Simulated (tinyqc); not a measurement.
Nanosheet or nanowire with hard walls, valleys of the Si type: sweeps and comparisons. A value that a table varies takes the place of the one given here.

Six ellipsoidal valleys along the cube axes: inverse mass tensor w = 1/mt + (1/ml - 1/mt) a a^T with a the unit axis. Device axes: x along the channel, z = [001], y = z x x.

Hard walls around a W x H rectangle. The block w_c of w in (y, z) confines; the transport mass follows from 1/m_x = w_xx - w_xc w_c^-1 w_cx. The cross-section problem c (w_yy ky^2 + 2 w_yz ky kz + w_zz kz^2), c = hbar^2/2m0, is solved in products sin(n pi y/W) sin(l pi z/H), n, l = 1 to 12; if w_yz = 0 the levels are c pi^2 (w_yy n^2/W^2 + w_zz l^2/H^2). The w_yz term couples (n, l) to (n', l') by -2 c w_yz D_nn'(W) D_ll'(H) with D_nm(L) = 4 n m/(L (n^2 - m^2)) for n + m odd and 0 otherwise.

Without degeneracy the line density is N1 exp((EF - Ec)/kB T) with N1 = sum 2 g sqrt(m_x kB T/(4 pi c)) exp(-E/kB T), here over n, l up to 80 where w_yz = 0 and over all levels of a 12 x 12 sine basis otherwise; the classical value is W H Nc with Nc = 2 g_all (m_dos kB T/(4 pi c))^(3/2), m_dos = (ml mt^2)^(1/3); dVt = kB T ln(W H Nc/N1).

Constants: hbar^2/2m0 = 3.80998211 eV angstrom^2; kB = 8.617333262e-05 eV/K.

Parameters, chosen for this exercise (near those of Si; the results hold for these values, not for the real material):
- ml = 0.92 m0 (longitudinal mass)
- mt = 0.194 m0 (transverse mass)
- T = 300 K (temperature)
- g_all = 6 (number of valleys)
- channel = 100 (transport direction x on a (001) wafer)
- H = 52 angstrom (height, along z = [001])
- Ws = (25, 35, 50, 75, 110, 170, 260) angstrom (widths)
- W = 50 angstrom (width, along y)

## From wire to sheet

Valleys:
```
group  valleys g     w_yy     w_zz   |w_yz|  m_x (m0)
A              2  5.15464  1.08696  0.00000   0.19400
B              2  1.08696  5.15464  0.00000   0.19400
C              2  5.15464  5.15464  0.00000   0.92000
```

Lowest level of each group (groups ordered by w_zz, then w_yy) and dVt against the width.

Results:
```
W (angstrom)  A1 (eV)  B1 (eV)  C1 (eV)  dVt (mV)
25             0.3252   0.1371   0.3818     134.0
35             0.1733   0.1050   0.2299     107.7
50             0.0926   0.0880   0.1492      80.8
75             0.0496   0.0789   0.1061      57.7
110            0.0311   0.0751   0.0877      47.7
170            0.0218   0.0731   0.0784      42.0
260            0.0180   0.0723   0.0745      39.0
```

What can be read from the table?

dVt falls from 134 to 39 mV. The lowest group changes from B to A between W = 50 and 75 angstrom (H = 52). At the widest W the lowest level is 0.0180 eV; the film limit c pi^2 w_zz/H^2 of that group is 0.0151 eV.

## Channel direction

The same rectangle along [100] and [110]; groups ordered by w_zz, then w_yy.

Lowest level of each group:
```
channel, group  valleys g   w_yy   w_zz  |w_yz|  m_x (m0)  E (eV)
[100] A                 2  5.155  1.087   0.000     0.194  0.0926
[100] B                 2  1.087  5.155   0.000     0.194  0.0880
[100] C                 2  5.155  5.155   0.000     0.920  0.1492
[110] A                 2  5.155  1.087   0.000     0.194  0.0926
[110] B                 4  3.121  5.155   0.000     0.557  0.1186
```

How do the results move?

The lowest subband has m_x = 0.194 m0 and 2 valleys along [100], and 0.194 m0 and 2 valleys along [110]; its edge lies at 0.0880 and 0.0926 eV. The transport masses are equal, but the lowest subbands come from different valleys.

## What each parameter does

E1 and E2 are the two lowest subband edges over all groups. Each row changes one parameter from the base and keeps the others.

Results:
```
case             E1 (eV)  E2 - E1 (meV)  m_x of lowest (m0)  dVt (mV)
base              0.0880            4.6               0.194      80.8
W = 65 angstrom   0.0610           20.4               0.194      64.0
H = 60 angstrom   0.0702           18.7               0.194      70.9
T = 350 K         0.0880            4.6               0.194      81.7
ml = 1.012 m0     0.0865            4.7               0.194      80.0
mt = 0.175 m0     0.0958            5.3               0.175      88.1
```

How do the results move?

The largest shifts from the base row, up to three for each result and ties (the steps differ in size, so this ranks the rows, not the parameters). E1 (eV): W -0.0270, H -0.0178, mt +0.0078; unchanged at the printed digits by T. E2 - E1 (meV): W +15.7, H +14.1, mt +0.6; unchanged at the printed digits by T. m_x of lowest (m0): mt -0.019; unchanged at the printed digits by W, H, T and ml. dVt (mV): W -16.9, H -9.9, mt +7.3.

Run: tinyqc, `OMP_NUM_THREADS=1 python tinyqc.py 1282133 1282134 out.jsonl`; Intel(R) Xeon(R) Processor @ 2.30GHz, one thread, shared host; about 0.03 s of CPU time with all checks.
